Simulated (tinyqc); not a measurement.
Classical Heisenberg spin chain: exact results, Metropolis, heat-bath and over-relaxation steps, and a Monte Carlo run: one step, computed by the program tinyqc.

E = -J sum_i s_i . s_(i+1) for unit vectors s_i on an open chain; K = J/(k_B T).

Question. Exact results. Each bond angle is independent, so u = <s_i . s_(i+1)> = coth K - 1/K, <s_i . s_(i+n)> = u^n, correlation length xi = -1/ln|u|, energy per bond -J u, heat capacity per bond c/k_B = 1 - K^2/sinh^2 K, and for the long chain chi = mu^2 (1 + u)/(3 k_B T (1 - u)) per spin.

Inputs (values chosen for the exercise, for a model chain of large moments): coupling J = -5.6 meV; temperature T = 25.7 K; moment mu = 5.8 mu_B.

Constants: k_B = 8.617333262e-05 eV/K; mu_B = 5.7883818060e-05 eV/T.

Give: K; u; xi; energy per bond; heat capacity; chi over the Curie value; chi.

Answer.

K = -2.5286

u = -0.61733

xi = 2.0732 sites

energy per bond = -3.4571 meV

heat capacity = 0.83517 k_B/bond

chi over the Curie value = 0.23660

chi = 0.069344 mu_B/T per spin
